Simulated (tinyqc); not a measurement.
Inside a calculation. Method: sp3 tight binding, zinc-blende lattice. One step of it, computed by the program tinyqc.

Task: Levels at k. Diagonalise the Hermitian matrix.

H(k) at k (eV), order a s, a px, a py, a pz, c s, c px, c py, c pz:
$$\begin{pmatrix}
-13.470000 & 0.000000 & 0.000000 & 0.000000 & -10.583261-0.786077i & -2.033598-1.578073i & -1.680477-1.909675i & -0.458473-6.999690i \\
0.000000 & -7.720000 & 0.000000 & 0.000000 & 2.033598+1.578073i & 2.565639+0.190564i & -0.531263-8.111005i & -1.947280-2.212868i \\
0.000000 & 0.000000 & -7.720000 & 0.000000 & 1.680477+1.909675i & -0.531263-8.111005i & 2.565639+0.190564i & -2.356465-1.828618i \\
0.000000 & 0.000000 & 0.000000 & -7.720000 & 0.458473+6.999690i & -1.947280-2.212868i & -2.356465-1.828618i & 2.565639+0.190564i \\
-10.583261+0.786077i & 2.033598-1.578073i & 1.680477-1.909675i & 0.458473-6.999690i & -10.300000 & 0.000000 & 0.000000 & 0.000000 \\
-2.033598+1.578073i & 2.565639-0.190564i & -0.531263+8.111005i & -1.947280+2.212868i & 0.000000 & -6.060000 & 0.000000 & 0.000000 \\
-1.680477+1.909675i & -0.531263+8.111005i & 2.565639-0.190564i & -2.356465+1.828618i & 0.000000 & 0.000000 & -6.060000 & 0.000000 \\
-0.458473+6.999690i & -1.947280+2.212868i & -2.356465+1.828618i & 2.565639-0.190564i & 0.000000 & 0.000000 & 0.000000 & -6.060000
\end{pmatrix}$$

Give: eigenvalues; weights |c|^2 of the basis functions.

Result:

eigenvalues (eV): [-25.5005, -17.2776, -15.8098, -14.0744, -0.7628, 1.7320, 2.0240, 4.5590]

weights |c|^2 of the basis functions, order a s, a px, a py, a pz, c s, c px, c py, c pz:
$$\begin{pmatrix}
0.4977 & 0.0558 & 0.0007 & 0.0602 & 0.0366 & 0.1821 & 0.0023 & 0.1647 \\
0.0042 & 0.2125 & 0.2848 & 0.0362 & 0.0157 & 0.1507 & 0.2091 & 0.0869 \\
0.0061 & 0.2109 & 0.2599 & 0.0633 & 0.0196 & 0.1060 & 0.2419 & 0.0923 \\
0.0488 & 0.0634 & 0.0011 & 0.4008 & 0.3588 & 0.0094 & 0.0003 & 0.1174 \\
0.3730 & 0.0628 & 0.0010 & 0.0725 & 0.0450 & 0.2322 & 0.0034 & 0.2101 \\
0.0053 & 0.1845 & 0.2289 & 0.0269 & 0.0214 & 0.1964 & 0.2360 & 0.1006 \\
0.0075 & 0.1721 & 0.2227 & 0.0460 & 0.0263 & 0.1150 & 0.3067 & 0.1037 \\
0.0575 & 0.0380 & 0.0009 & 0.2941 & 0.4766 & 0.0082 & 0.0003 & 0.1243
\end{pmatrix}$$
